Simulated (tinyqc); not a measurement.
# Band bending at a free surface with one surface level, surface photovoltage and Kelvin probe: what changes with what

n-type bulk, xi = Ec - EF = Vt ln(Nc/Nd), p0 = ni^2/Nd, ni = sqrt(Nc Nv) exp(-Eg/(2 Vt)), Eg in volts. b is the upward band bending, u = b/Vt. Space charge per area, in units of q: Qc = sign(b) sqrt((2 eps0 eps_r Vt/q) [(Nd + dn)(exp(-u) - 1) + Nd u + (p0 + dn)(exp(u) - 1)]), with dn the excess density under light (flat quasi-Fermi levels; 0 in the dark). The level holds -Ns f, f = 1/(1 + exp((xi + b - Es)/Vt)). Neutrality: Qc + Qf + (charge of the states) = 0.

Values chosen for this exercise; band and dielectric values close to those of gallium nitride:
- T = 300 K (temperature)
- Eg = 3.36 eV (band gap)
- eps_r = 9.51 (relative permittivity)
- Nc = 2.34e18 cm^-3 (conduction-band density of states at T)
- Nv = 4.55e19 cm^-3 (valence-band density of states at T)
- chi = 4.13 eV (electron affinity)
- Nd = 2.1e17 cm^-3 (donor density)
- Qf = 1.5e10 cm^-2 (fixed positive charge at the surface)
- pt = 4.82 eV (work function of the probe tip)
- Ns = 1.5e12 cm^-2 (density of an acceptor-like surface level)
- Es = 0.76 eV (its depth below the conduction edge)

Constants: q = 1.602176634e-19 C, kB = 1.380649e-23 J/K, Vt = kB T/q, eps0 = 8.8541878128e-14 F/cm where lengths are in cm. Results are converted to the units shown.

Each table varies one quantity; the others keep the values above.

## Photovoltage against injection

Under chopped light the surface charge keeps its dark value, so b falls to bL with Qc(bL, dn) = Qc(b, 0); the photovoltage is b - bL.

Results:

| dn (cm^-3) | bL (V) | photovoltage (mV) | share of b removed (%) |
|---|---|---|---|
| 1.7e8 | 0.5731 | 88.76 | 13.41 |
| 2.2e9 | 0.5192 | 142.7 | 21.56 |
| 2.9e10 | 0.4613 | 200.6 | 30.30 |
| 3.9e11 | 0.4009 | 260.9 | 39.42 |
| 5e12 | 0.3404 | 321.5 | 48.57 |
| 6.6e13 | 0.2782 | 383.6 | 57.96 |
| 8.6e14 | 0.2158 | 446.1 | 67.40 |
| 1.1e16 | 0.1534 | 508.5 | 76.82 |
| 1.9e18 | 0.03838 | 623.5 | 94.20 |

Estimate the missing row, dn = 1.5e17 cm^-3.

Computed row:

| dn (cm^-3) | bL (V) | photovoltage (mV) | share of b removed (%) |
|---|---|---|---|
| 1.5e17 | 0.09030 | 571.6 | 86.36 |

With this row back in the table: The photovoltage rises from 88.8 to 623 mV, towards the full b = 662 mV. Its steepest rise is 56.4 mV a decade (Vt ln 10 = 59.5 mV), and it reaches 94.2 % of b in the last row: even strong light does not flatten the bands fully, so a saturation reading understates b. For dn = 1.9e18 the injection is high, and a Dember voltage, left out here, adds to the signal.

## Pinning by the surface states

Same model as above.

b solves the neutrality condition in the dark.

Results:

| Ns (cm^-2) | b (V) | xi + b (eV) | Qc (cm^-2) |
|---|---|---|---|
| 2.4e10 | 0.0013898 | 0.063714 | 9.0000e9 |
| 6.7e10 | 0.0083887 | 0.070713 | 5.2000e10 |
| 1.8e11 | 0.030124 | 0.092448 | 1.6500e11 |
| 1.4e12 | 0.65265 | 0.71498 | 1.1762e12 |
| 3.9e12 | 0.71709 | 0.77942 | 1.2352e12 |
| 1.1e13 | 0.75010 | 0.81242 | 1.2644e12 |
| 2.9e13 | 0.77671 | 0.83903 | 1.2874e12 |
| 8.1e13 | 0.80358 | 0.86590 | 1.3102e12 |

Estimate the missing row, Ns = 5.1e11 cm^-2.

Computed row:

| Ns (cm^-2) | b (V) | xi + b (eV) | Qc (cm^-2) |
|---|---|---|---|
| 5.1e11 | 0.13673 | 0.19905 | 4.9500e11 |

With this row back in the table: b rises from 0.00139 to 0.804 V. The level is over 95 % full (Qc near Ns - Qf) in the 4 rows with xi + b more than 3 Vt short of Es = 0.76 eV. Beyond that it empties, and between the last two rows b gains only 60.2 mV a decade.

## Kelvin-probe contrast of the doping

Same model as above.

Work function chi + xi + b; contact potential difference CPD = (work function of the sample) - pt.

Kelvin-probe contrast of the doping:

| Nd (cm^-3) | xi (eV) | b (V) | CPD (mV) |
|---|---|---|---|
| 8.1e13 | 0.2655 | 0.5896 | 165.1 |
| 2.5e14 | 0.2364 | 0.6085 | 154.9 |
| 7.6e14 | 0.2077 | 0.6253 | 143.0 |
| 2.3e15 | 0.1790 | 0.6404 | 129.4 |
| 7.2e15 | 0.1495 | 0.6542 | 113.8 |
| 2.2e16 | 0.1206 | 0.6655 | 96.19 |
| 6.8e16 | 0.09147 | 0.6723 | 73.81 |
| 2.1e17 | 0.06232 | 0.6619 | 34.18 |

Read the table: what changes, and by how much?

xi falls by 203 mV over the table and the CPD by 131 mV; b goes from 0.590 through a maximum of 0.672 (at Nd = 6.8e16 cm^-3 among the rows listed) to 0.662 V. Between the first two rows the CPD follows 35.0 % of the change of xi, and between the last two 136 %. It is below 100 % where b rises with the doping (pinning hides it). It exceeds 100 % where b falls as the doping rises.

Program tinyqc, `OMP_NUM_THREADS=1 python tinyqc.py 2430021 2430022 out.jsonl`; Intel Xeon 2.30GHz, shared host, one thread, about 0.01 s.
